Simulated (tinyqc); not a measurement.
Minority-electron transport through the base of a bipolar transistor (Moll-Ross and Kroemer integrals): one step, computed by the program tinyqc.

Low injection, one dimension, x from the emitter edge (0) to the collector edge (W), s = x/W. Recombination is treated as a small correction (valid for tau_B well below tau_n), computed from the stored charge.

Question. Profile and built-in field. N(x) = N_0; n_i(x)^2 = n_i^2 exp(s dE_g/k_B T); D(x) = (k_B T/e) mu, mu = mu_min + (mu_max - mu_min)/(1 + (N/N_ref)^0.7). Field that drives electrons towards the collector, averaged over the base: (k_B T/e) ln[N_0 n_i(W)^2/(N(W) n_i^2)]/W.

Inputs (values chosen for the exercise, modelled on silicon):
```
quantity                               value        unit
base doping at the emitter edge N_0  1.1e+19      1/cm^3
base width W                              67          nm
mu_min                                   200  cm^2/(V s)
mu_max                                  1360  cm^2/(V s)
N_ref                                1.6e+17      1/cm^3
temperature T                            300           K
gap narrowing across the base dE_g       200         meV
```

Base doping profile: uniform. Gap grading: linear. Exit of the base: infinite sink.

Constants: k_B = 8.617333262e-05 eV/K.

Give: Across the base; drift factor eta (potential drop in k_B T/e); mean built-in field.

Answer.

Across the base:
```
s    N (1/cm^3)  n_i(x)^2/n_i^2  D (cm^2/s)  y (s/cm^5)
0.0    1.10e+19       1.000e+00       6.646   1.655e+18
0.2    1.10e+19       4.699e+00       6.646   3.523e+17
0.4    1.10e+19       2.208e+01       6.646   7.497e+16
0.6    1.10e+19       1.037e+02       6.646   1.596e+16
0.8    1.10e+19       4.874e+02       6.646   3.396e+15
1.0    1.10e+19       2.290e+03       6.646   7.227e+14
```

drift factor eta (potential drop in k_B T/e) = 7.736

mean built-in field = 29.85 kV/cm
